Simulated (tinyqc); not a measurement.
What moves the results: inter-valley coupling by envelope functions against a chain of atomic planes. A value that a table varies takes the place of the one given here.

Chain: E(phi) = e0 + 2 v cos(phi) + 2 u cos(2 phi), cos(phi0) = -v/(4u), e0 = 2u + v^2/(4u); plane j = 0, 1, ... has the potential V_j = dE x_j + F (j - 30) a/4 (1 MV/m = 1e-4 V/angstrom). There are 30 barrier planes a side; with y = j - 29.5, x_j = xb (f(y) + f(Nw - y)), f(y) = 1/(1 + exp(y/L)), plus any Ge added in the well. The valley splitting is the spacing of the two lowest levels. Envelope theory: F_j solves a one-valley chain with hopping -b and diagonal 2b + V_j, b = 4u sin^2(phi0), sum F_j^2 = 1; the valleys couple by Dv = sum_j F_j^2 V_j exp(-2 i phi0 j) and split by 2|Dv|.

Inputs chosen for the exercise (near those of the Delta valleys of silicon in a SiGe well; shifted at random, so the results belong to these values and not to a real crystal):
- a = 5.431 angstrom (lattice constant; planes lie a/4 apart)
- u = 0.589 eV (second-neighbour hopping)
- v = 0.697 eV (nearest hopping)
- Nw = 62 (planes in the well)
- L = 1.25 planes (interface width)
- xb = 0.2 (Ge fraction of the barriers)
- dE = 0.55 eV (offset per unit Ge fraction)
- F = 5 MV/m (field)
- xs = 0.11 (Ge fraction added on that plane)
- xw = 0.016 (mean Ge fraction of the wiggle)
- x0 = 8696 (start of the number sequence)
- na = 4000 (atoms a plane under the dot)
- js = 75 (plane j of a Ge spike (the well starts at j = 30))

## Position of the spike

The spike is moved through the well; position counted from the first well plane, j - 30.

Against position:
```
j - 30  F_j^2, smooth  mean of the doublet (meV)  splitting, chain (micro-eV)  envelope  first order
3             0.01414                      21.07                         1323      1293         1711
7             0.02683                      21.65                         2473      2422         3246
12            0.03770                      22.25                         3676      3633         4561
19            0.03698                      22.33                         3832      3803         4475
25            0.02677                      21.73                         2634      2610         3239
31            0.01565                      21.13                         1438      1414         1893
40            0.00502                      20.63                          443       433          607
50            0.00090                      20.45                           82        80          109
59            0.00009                      20.42                            9         9           10
```

How do the results move?

The splitting is largest at plane 19 among these rows (3832 micro-eV), and the smooth envelope peaks at plane 15, counting all planes; without a spike it is 0.54. Where the splitting exceeds 20 micro-eV the envelope theory lies within 2.3 % of the chain and first order within 37 %.

## A periodic Ge profile (wiggle well)

periods (planes): pi/phi0 1.67898, pi/(pi - phi0) 2.47280

Added fraction xw (1 - cos(2 pi (j - 30)/p)) on the well planes; p = f times the resonant period pi/(pi - phi0). At resonance the estimate is dE xw.

Against period:
```
f     p (planes)  mean of the doublet (meV)  splitting, chain (micro-eV)  envelope
0.90      2.2255                      28.91                          500       532
0.95      2.3492                      28.59                         3540      3736
0.98      2.4233                      28.80                         7344      7562
0.99      2.4481                      28.97                         8264      8328
1.00      2.4728                      29.05                         8627      8576
1.01      2.4975                      28.98                         8326      8288
1.02      2.5223                      28.83                         7512      7549
1.05      2.5964                      28.57                         4228      4215
1.10      2.7201                      28.82                         1054       982
1.50      3.7092                      29.04                           35        34
3.00      7.4184                      29.05                            5         5
```

What does this show, and why?

The splitting peaks at f = 1 with 8.63 meV, against the estimate dE xw = 8.80 meV, and is 0.85 and 0.87 of the value at f = 1 two per cent off to either side: the width of the resonance is set by the number of periods under the envelope. At f = 3 it is 5 micro-eV. The chain has one orbital a plane and knows only this resonance; longer periods that work through other bands are outside it.

## Random alloy fluctuations

A uniform fraction x is added on all planes. Each plane j then fluctuates by q sqrt(x_j (1 - x_j)/na) in Ge fraction, q = sqrt12 (z/2147483647 - 1/2) with z(new) = 16807 z mod 2147483647 from x0, restarted for each row; 24 samples. Theory: Dv is a complex Gaussian with sigma^2 = dE^2 sum F_j^4 x_j (1 - x_j)/na, and the mean splitting is sqrt(pi) sigma if the smooth part is negligible.

Splitting (micro-eV):
```
x     sigma  sqrt(pi) sigma  mean of 24  least  largest
0.00   38.3            67.9        62.9    5.7    155.4
0.01  150.0           265.9       238.1   45.0    527.0
0.02  207.7           368.1       333.5   71.4    733.1
0.05  320.0           567.2       519.1  121.9   1131.0
0.10  439.0           778.1       714.6  174.2   1550.4
```

What can be read from the table?

Without added Ge the disorder sits in the barriers, where the state is small: mean 62.9 micro-eV, against 0.54 for the smooth well. With 5 % Ge in the well the mean is 519, theory 567, with a statistical error of about 11 % for 24 samples; the miss is -8 %, and since every row reuses one sequence the rows with added Ge miss alike. The spread grows with the mean: at 5 % the samples run from 122 to 1131, so small splittings remain possible. sigma falls as 1/sqrt(na) for larger dots. A chain with one orbital a plane has no Bloch-function factor, which scales all these couplings down in fuller models.

## What each parameter does

Chain with the spike on plane js. Each row changes one parameter from the base and keeps the others.

Results:
```
case             level (meV)  splitting (micro-eV)
base                  20.513                 202.0
Nw = 68               20.499                 209.7
L = 1.75 planes       20.990                 221.0
xb = 0.25             20.951                 221.8
dE = 0.605 eV         20.713                 225.8
F = 7 MV/m            25.048                  86.9
js = 78               20.471                 119.4
xs = 0.143            20.533                 243.7
```

What does this show?

The largest shifts from the base row, up to three for each result and ties (the steps differ in size, so this ranks the rows, not the parameters). level (meV): F +4.535, L +0.477, xb +0.439. splitting (micro-eV): F -115.1, js -82.6, xs +41.7.

tinyqc: `OMP_NUM_THREADS=1 python tinyqc.py 1480503 1480504 out.jsonl`; about 0.06 s, one thread, shared Intel(R) Xeon(R) Processor @ 2.30GHz.
